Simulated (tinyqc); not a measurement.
Equilibrium and kinetic segregation of a solute to boundaries and growing surfaces: one step, computed by the program tinyqc. Command: `OMP_NUM_THREADS=1 python tinyqc.py 3011618 3011619 out.jsonl segreg walk`. One thread of a shared host (Intel(R) Xeon(R) Processor @ 2.30GHz), about 0.01 s of CPU time with the checks.

Question. Segregation at a growing surface. Two-state exchange during growth, dilute: jump up r_u = nu exp(-E_b/(k_B T_g)), jump back r_d = r_u exp(-E_s/(k_B T_g)), nu = 1e13 1/s. In the time 1/R of one monolayer the share carried up is p = [r_u/(r_u + r_d)] [1 - exp(-(r_u + r_d)/R)]; the tail decays as p^n, length -1/ln p monolayers; the equilibrium limit has p = r_u/(r_u + r_d).

Inputs (values chosen for the exercise, modelled on phosphorus in polycrystalline silicon):

| quantity | value | unit |
|---|---|---|
| exchange barrier E_b | 1.33 | eV |
| surface segregation energy E_s | 0.42 | eV |
| growth temperature T_g | 870 | K |
| growth rate | 0.53 | monolayers/s |

Constants: k_B = 8.617333262e-05 eV/K.

Give: r_u; r_d; share carried up p; decay length.

Answer.

r_u = 1.9747e+05 1/s

r_d = 728.64 1/s

share carried up p = 0.99632

decay length = 271.52 monolayers

Exchange is fast against growth: the equilibrium regime, where heating shortens the tail.
